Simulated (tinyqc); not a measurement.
Chemically amplified photoresist: aerial image, acid generation, bake, development and line width. From blur factor of the first harmonic back to acid diffusivity D. Computed by tinyqc, a small Python program. Command: `OMP_NUM_THREADS=1 python tinyqc.py 3008774 3008775 out.jsonl resist inv`. One thread of a shared host (Intel(R) Xeon(R) Processor @ 2.30GHz), about 0.04 s of CPU time with the checks.

Lines and spaces of pitch p with a two-beam-like image; x = 0 is the middle of the bright space. The resist is positive and treated as uniform in depth.

Inputs (values chosen for the exercise, for a model resist at 13.5 nm):
```
quantity          value     unit
pitch p              40       nm
image contrast c   0.85        -
mean dose E        7.15  mJ/cm^2
Dill parameter C   0.03  cm^2/mJ
bake time t          90        s
```

Method:
- Dose E(x) = E [1 + c cos(2 pi x/p)]; acid h = 1 - exp(-C E(x)).
- Bake: the acid image is blurred by a Gaussian of variance sigma^2 = 2 D t (each Fourier term k of h, taken on 64 points, is multiplied by exp(-4 pi^2 k^2 D t/p^2)).
- Cosine coefficients: h(x) = sum_k h_k cos(2 pi k x/p).

Task: A run gave the result below. Find the acid diffusivity D, known to lie between 0.085 and 0.2 nm^2/s.

blur factor of the first harmonic = 0.7906136

Result:

Each step takes the trial c = (a f_b - b f_a)/(f_b - f_a), f being the result less the target and a, b, c the logarithms of the listed values; c replaces end b, the old b replaces a if the sign of f changed, and otherwise f_a is halved.

Scan of the range:
```
acid diffusivity D (nm^2/s)  blur factor of the first harmonic
0.085                                                 0.827988
0.098                                                 0.804427
0.113                                                 0.778073
0.130                                                 0.749247
0.150                                                 0.716699
0.173                                                 0.681013
0.200                                                 0.641381
```

False position (Illinois rule, in the logarithm of the input) inside the bracket:
```
step     end a     end b     trial  blur factor of the first harmonic
1     0.098000  0.113000  0.105596                           0.790972
2     0.113000  0.105596  0.105795                           0.790623
3     0.113000  0.105795  0.105805                           0.790605
4     0.105795  0.105805  0.105800                           0.790614
```

Blur factor of the first harmonic falls at every point of a 13-point scan of the range (every second point is shown), so one value fits; it is bracketed by 0.0980 and 0.113. Answer: acid diffusivity D = 0.1058 nm^2/s.
